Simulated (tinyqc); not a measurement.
Worked calculation: self-consistent Fermi level with native defects, at growth and after a quench. Computed by tinyqc, a small Python program that keeps every step. Command: `OMP_NUM_THREADS=1 python tinyqc.py 3002199 3002200 out.jsonl scfermi walk`. One thread of a shared host (Intel(R) Xeon(R) Processor @ 2.30GHz), about 0.05 s of CPU time with the checks. Intermediate numbers are printed to about 7 digits and carried at full precision; extremes and crossings named in words are read from the listed rows.

Energies are counted from the top of the valence band (VBM); when the gap shrinks with temperature the conduction band moves and the levels stay. The added dopant is taken as fully ionised. D and A draw on one reservoir with opposite signs, as the two vacancies of a compound do.

Inputs (values chosen for the exercise, with bands modelled on CdS): gap E_g at 300 K = 2.49 eV; slope -dE_g/dT above 300 K = 0.0003 eV/K; electron mass m_e = 0.205 m_0; valleys M_c = 1; hole mass m_h = 0.792 m_0; E_f of the neutral native donor D = 2.522 eV; E_f of the neutral native acceptor A = 1.329 eV; shift s of the chemical potential = 0.2 eV; site density N_s = 4.8e+22 cm^-3; dopant density N_X = 3.6e+18 cm^-3; growth temperature T_g = 1230 K; temperature of use T = 400 K.

Added shallow dopant: acceptor.

levels of D above the VBM, most positive state first (eV): [0.907, 2.01]

levels of A above the VBM, (0/-1) first (eV): [0.906]

Constants: m_0 = 9.1093837015e-31 kg; k_B = 1.380649e-23 J/K; h = 6.62607015e-34 J s; k_B = 8.617333262e-05 eV/K.

## Formation energies at E_F = 0

E_f(D, 0) = input + s and E_f(A, 0) = input - s; E_f(q, E_F = 0) follows from the levels, eps(q/q-1) = E_f(q - 1) - E_f(q) at E_F = 0.

E_f(q, E_F = 0) (eV): D(+2) -0.195, D(+1) 0.712, D(0) 2.722, A(0) 1.129, A(-1) 2.035

## Bands at growth

E_g(T) = E_g - slope x max(0, T - 300 K). N_c = 2 M_c (2 pi m_e k_B T/h^2)^(3/2) and N_v = 2 (2 pi m_h k_B T/h^2)^(3/2), masses in units of m_0. At growth T = T_g.

E_g(T_g) = 2.211 eV

N_c(T_g) = 1.933653e+19 cm^-3

N_v(T_g) = 1.468370e+20 cm^-3

k_B T_g = 0.1059932 eV

## Charges across the gap at T_g

n = N_c F_1/2((E_F - E_g)/k_B T), p = N_v F_1/2(-E_F/k_B T). F_1/2(eta) = (2/sqrt(pi)) int_0^infinity sqrt(x)/(1 + exp(x - eta)) dx, by the trapezoid rule in t = sqrt(x) with step 0.02 up to t = 12 (for eta < -12 by exp(eta) - exp(2 eta)/2^(3/2)). In equilibrium c_q = N_s exp(-(E_f(q, 0) + q E_F)/k_B T). Net charge = p - n + sum q c_q - N_X; the log ratio is ln(positive charge/negative charge). Entries near or above N_s lie outside the dilute limit and only show that E_F cannot go there.

Densities (cm^-3):
```
E_F (eV)             n             p   charge on D   charge on A  log ratio
0.111     4.807057e+10  4.613146e+19  7.443220e+22  6.278861e+14    9.93716
0.442     1.091722e+12  2.256494e+18  1.451671e+20  1.425981e+16    3.70842
0.774     2.502894e+13  9.893717e+16  3.136150e+17  3.269221e+17   -2.25325
1.105     5.684223e+14  4.357380e+15  2.255229e+15  7.424672e+18   -7.41896
1.437     1.302874e+16  1.900638e+14  7.616962e+13  1.702188e+20  -13.38923
1.769     2.971510e+17  8.290280e+12  3.280160e+12  3.902456e+21  -19.63742
2.100     6.074916e+18  3.650364e+11  1.443504e+11  8.862801e+22  -25.88237
```

## Equilibrium at growth

E_F is the root of the log ratio, by 50 bisections between -0.5 eV and E_g + 0.5 eV.

E_F at growth = 0.6434676 eV

n at growth = 7.304687e+12 cm^-3

p at growth = 3.388049e+17 cm^-3

Defects at growth:
```
state  E_f (eV)     c (cm^-3)
D(+2)  1.091935  1.611266e+18
D(+1)  1.355468  1.340833e+17
D(0)   2.722000  3.374202e+11
A(0)   1.129000  1.135791e+18
A(-1)  1.391532  9.541207e+16
```

total D = 1.745349e+18 cm^-3

total A = 1.231203e+18 cm^-3

The largest part of the positive charge comes from charged D (91 %) and that of the negative charge from the dopant (97 %).

## After the quench to T

After a quench the totals of D and A stay as grown, and each is shared among its charge states with weights exp(-(E_f(q, 0) + q E_F)/k_B T).

E_F after the quench = 0.1901532 eV

n after the quench = 9.032341e-11 cm^-3

p after the quench = 1.093016e+17 cm^-3

Frozen defects:
```
state     c (cm^-3)  share of its total
D(+2)  1.745349e+18        1.000000e+00
D(+1)  1.621850e+09        9.292407e-10
D(0)   1.909635e-14        1.094128e-32
A(0)   1.231203e+18        1.000000e+00
A(-1)  1.177762e+09        9.565940e-10
```

The material is p-type with 1.09e17 carriers per cm^3. Carriers of the sign that the dopant should give amount to 3.0 % of its density.

## Slow cooling against a quench

Each E_F by bisection; full equilibrium lets the defects form and vanish at every T.

Two histories (densities in cm^-3):
```
T (K)  E_F, equilibrium (eV)             n             p   all defects  E_F, frozen (eV)     n, frozen     p, frozen
1060               0.5665473  1.344116e+11  2.376689e+17  1.914468e+18         0.5848017  1.641448e+11  1.946428e+17
900                0.4945080  8.252339e+08  1.562995e+17  1.749091e+18         0.5104884  1.014058e+09  1.272097e+17
730                0.4188143  3.451695e+05  8.616931e+16  1.758061e+18         0.4032760  2.696242e+05  1.102989e+17
570                0.3480549  3.656301e+00  3.874885e+16  1.780641e+18         0.2970864  1.295365e+00  1.093137e+17
400                0.2731886  1.004615e-09  9.839834e+15  1.795080e+18         0.1901532  9.032341e-11  1.093016e+17
```

At 400 K equilibrium would leave 1.80e18 defects per cm^3 against 2.98e18 frozen in, and E_F differs by -0.083 eV. The majority density of the quenched sample is 11 times the equilibrium one. Real samples lie between, set by the temperature at which diffusion stops.

Checks made by the program: neutrality at growth (relative difference below 1e-10).
